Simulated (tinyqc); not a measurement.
Hueckel theory of the pi electrons with the omega technique, for the molecule Bc1c[cH-]nc1 (SMILES; centres numbered as the heavy atoms are written), step by step. One step of it, computed by the program tinyqc.

Problem. Omega technique, round 1. h_r = h_r(0) + omega q_r, omega = 1.4, with q_r = z_r - P_rr; 0.3 of the old diagonal is kept.

Hueckel matrix in units of beta (H = alpha + beta A), lower triangle:
```
,1B,2C,3C,4C,5N,6C
1B,-1.000000
2C,0.700000,0.000000
3C,0.000000,1.000000,0.000000
4C,0.000000,0.000000,1.000000,0.000000
5N,0.000000,0.000000,0.000000,1.000000,0.500000
6C,0.000000,1.000000,0.000000,0.000000,1.000000,0.000000
```

charge and bond-order matrix P, lower triangle:
```
,1B,2C,3C,4C,5N,6C
1B,0.134944
2C,0.390372,1.183214
3C,0.148789,0.574258,1.143234
4C,-0.137181,-0.187712,0.719289,1.114725
5N,-0.143007,-0.224377,-0.216220,0.583670,1.349401
6C,0.194627,0.631418,-0.251885,-0.273380,0.647843,1.074483
```

Centres:
```
centre,"z_r, pi electrons of the neutral centre",h
1B,0,-1.000000
2C,1,0.000000
3C,1,0.000000
4C,1,0.000000
5N,1,0.500000
6C,1,0.000000
```

Give: matrix after round 1.

Solution.

matrix after round 1, lower triangle:
```
,1B,2C,3C,4C,5N,6C
1B,-1.1322
2C,0.7000,-0.1795
3C,0.0000,1.0000,-0.1404
4C,0.0000,0.0000,1.0000,-0.1124
5N,0.0000,0.0000,0.0000,1.0000,0.1576
6C,0.0000,1.0000,0.0000,0.0000,1.0000,-0.0730
```
